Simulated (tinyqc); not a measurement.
# Doping from two capacitances

Problem. An abrupt p-n junction obeys 1/C^2 = 2 (Vbi - V)/(q eps0 eps_r Ne), Ne = Na Nd/(Na + Nd), Vbi = Vt ln(Na Nd/ni^2), V the bias of the p side. Nd is known to be the larger doping. Find Ne, Vbi, Na and Nd.

Values chosen for this exercise: temperature T = 250 K; relative permittivity eps_r = 9.47.

Constants: q = 1.602176634e-19 C, kB = 1.380649e-23 J/K, Vt = kB T/q, eps0 = 8.8541878128e-14 F/cm where lengths are in cm. Results are converted to the units shown.

C at V = -1 and -4.7 V (nF/cm^2): 92.810086  68.026632
ni = 8.5188956e-16 cm^-3

Solution. The slope of 1/C^2 against -V gives Ne and its intercept Vbi. Then Na Nd = ni^2 exp(Vbi/Vt) and Na + Nd = Na Nd/Ne, so both are roots of one quadratic.

Ne = 5.508e17 cm^-3
Vbi = 3.295 V
Na = 6.800e17 cm^-3
Nd = 2.900e18 cm^-3

Computed by the program tinyqc: `OMP_NUM_THREADS=1 python tinyqc.py 2000152 2000153 out.jsonl`, one thread of a shared Intel Xeon 2.30GHz, about 0.05 s for the whole run.
